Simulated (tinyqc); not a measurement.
# ESD clamp with bipolar snapback, compact model and design window: several studies

The drain junction multiplies the current that enters it: Igen = (M - 1)(Ic + I0), M = 1/(1 - (Vj/BV)^n). The generated holes leave through the substrate resistance and the base of the parasitic npn: Igen = Vb/Rb + Ic/be, Ic = Is exp(Vb/Vt). Terminal current I = Ic + I0 + Igen and voltage V = Vj + I Ro, per width. Isothermal, constant gain.

Parameters, values chosen for the exercise; values close to those of grounded-gate n-channel clamps: temperature T = 300 K; junction breakdown voltage BV = 10.2 V; exponent of the multiplication n = 4; current gain of the parasitic npn be = 9.5; saturation current Is = 2.9e-18 A/um; junction leakage I0 = 4.2e-11 A/um; substrate resistance Rb = 16000 ohm um; drain ballast and contact resistance Ro = 300 ohm um; failure current for 100 ns It2 = 10.6 mA/um.

Constants: q = 1.602176634e-19 C, kB = 1.380649e-23 J/K, Vt = kB T/q. Results are converted to the units shown.

Each table varies one quantity; the others keep the values above.

## Effect of the current gain of the parasitic npn

For given Vb: Ic, Igen, M = 1 + Igen/(Ic + I0), Vj = BV (1 - 1/M)^(1/n), I and V. Vt1 is the maximum of V along the curve, Vh the following minimum, Vt2 the voltage at I = It2. It1 and Ih are the currents at Vt1 and Vh.

The same in every row: Vt1 (V) = 10.21.

Results:

| be | It1 (uA/um) | Vh (V) | Ih (uA/um) | Vt2 (V) | Vt2 - Vt1 (V) |
|---|---|---|---|---|---|
| 1 | 34.93 | 8.937 | 579.8 | 11.77 | 1.559 |
| 2.9 | 34.92 | 7.822 | 896.4 | 10.47 | 0.2567 |
| 4.9 | 34.92 | 7.236 | 1088 | 9.768 | -0.4422 |
| 8.2 | 34.91 | 6.694 | 1299 | 9.101 | -1.109 |
| 14 | 34.91 | 6.195 | 1538 | 8.459 | -1.751 |
| 24 | 34.91 | 5.773 | 1793 | 7.884 | -2.326 |
| 40 | 34.91 | 5.454 | 2036 | 7.415 | -2.795 |

Estimate the missing row, be = 1.7.

Computed row:

| be | It1 (uA/um) | Vh (V) | Ih (uA/um) | Vt2 (V) | Vt2 - Vt1 (V) |
|---|---|---|---|---|---|
| 1.7 | 34.92 | 8.410 | 725.5 | 11.16 | 0.9454 |

With this row back in the table: As be goes from 1 to 40, Vt1 stays near 10.2 V, It1 stays near 34.9 uA/um, Vh falls from 8.94 to 5.45 V and Vt2 falls from 11.8 to 7.41 V. Vt2 exceeds Vt1, the condition for all fingers to turn on, in 3 of the 8 rows. A higher gain needs less multiplication to hold, so Vh falls.

## Failure current against pulse length

Power to failure goes as 1/t for pulses shorter than ta = 11 ns (adiabatic) and as 1/sqrt(t) beyond: Pf = P100 sqrt(100 ns/t) for t > ta and Pf(ta) ta/t below, with P100 = Vt2 It2 at 100 ns. The failure current solves V I = Pf on the curve (I(Vb), V(Vb)).

Failure current against pulse length:

| t (ns) | Pf (mW/um) | failure current (mA/um) | V at failure (V) | energy (nJ/um) |
|---|---|---|---|---|
| 1 | 3135 | 93.21 | 33.64 | 3.135 |
| 2 | 1568 | 63.44 | 24.71 | 3.135 |
| 5 | 627.1 | 37.21 | 16.85 | 3.135 |
| 10 | 313.5 | 24.20 | 12.96 | 3.135 |
| 20 | 211.4 | 18.68 | 11.31 | 4.228 |
| 50 | 133.7 | 13.63 | 9.811 | 6.685 |
| 100 | 94.53 | 10.60 | 8.918 | 9.453 |
| 200 | 66.85 | 8.149 | 8.203 | 13.37 |
| 500 | 42.28 | 5.644 | 7.490 | 21.14 |

What does the table show?

The failure current falls from 93.2 to 5.64 mA/um, as t^(-0.56) at the start and t^(-0.40) at the end, more slowly than the power since V rises with I. The voltage at failure falls from 33.6 to 7.49 V.

## Effect of the substrate resistance

Same model as above.

Effect of the substrate resistance:

| Rb (ohm um) | Vt1 (V) | It1 (uA/um) | Vh (V) | Ih (uA/um) | Vt2 (V) | Vt2 - Vt1 (V) |
|---|---|---|---|---|---|---|
| 1600 | 10.32 | 428.5 | 8.183 | 3470 | 9.468 | -0.8550 |
| 3400 | 10.25 | 189.2 | 7.477 | 2620 | 9.163 | -1.091 |
| 7400 | 10.22 | 81.16 | 6.936 | 1908 | 8.999 | -1.225 |
| 16000 | 10.21 | 34.91 | 6.549 | 1363 | 8.918 | -1.292 |
| 34000 | 10.20 | 15.23 | 6.280 | 965.4 | 8.881 | -1.324 |
| 74000 | 10.20 | 6.426 | 6.086 | 668.4 | 8.862 | -1.340 |
| 1.6e5 | 10.20 | 2.715 | 5.952 | 460.2 | 8.854 | -1.347 |

Read the table: what changes, and by how much?

As Rb goes from 1600 to 1.6e5 ohm um, Vt1 falls from 10.3 to 10.2 V, It1 falls from 429 to 2.72 uA/um, Vh falls from 8.18 to 5.95 V and Vt2 falls from 9.47 to 8.85 V. Vt2 exceeds Vt1, the condition for all fingers to turn on, in 0 of the 7 rows. It1 goes as Rb^(-1.10); the product It1 Rb, close to the base voltage at the trigger, goes from 0.686 to 0.434 V.

Numbers from tinyqc (`OMP_NUM_THREADS=1 python tinyqc.py 2670033 2670034 out.jsonl`; about 0.01 s on one thread of a shared Intel Xeon 2.30GHz).
